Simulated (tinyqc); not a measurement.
Spin coating of a resist or spin-on film: centrifugal thinning, evaporation and the final thickness (Emslie and Meyerhofer models): one step, computed by the program tinyqc. Command: `OMP_NUM_THREADS=1 python tinyqc.py 3114170 3114171 out.jsonl spincoat walk`. One thread of a shared host (Intel(R) Xeon(R) Processor @ 2.30GHz), about 0.08 s of CPU time with the checks.

A Newtonian film stays uniform over the wafer; solvent and solids have the same density and the concentration is uniform through the thickness.

Task: Rates. omega = 2 pi f/60; nu(c) = nu_s + k c^gamma; evaporation rate e = e0 sqrt(f/1000 rpm). Flow constant K = 2 omega^2/(3 nu(c0)); Reynolds number of the air omega R^2/nu_air with nu_air = 15 mm^2/s.

Inputs (values chosen for the exercise, of the order of those of a polymer resist in an ester solvent): solids volume fraction c0 = 0.22; kinematic viscosity of the solvent nu_s = 2.1 mm^2/s; viscosity constant k = 640 mm^2/s; viscosity exponent gamma = 2.8; spin speed f = 4000 rpm; evaporation rate at 1000 rpm e0 = 0.068 micrometre/s; wafer radius R = 100 mm.

Give: omega; nu(c0); evaporation rate e; flow constant K; Reynolds number of the air.

Result:

omega = 418.9 1/s

nu(c0) = 11.32 mm^2/s

evaporation rate e = 0.136 micrometre/s

flow constant K = 0.01033 1/(micrometre^2 s)

Reynolds number of the air = 2.793e+05
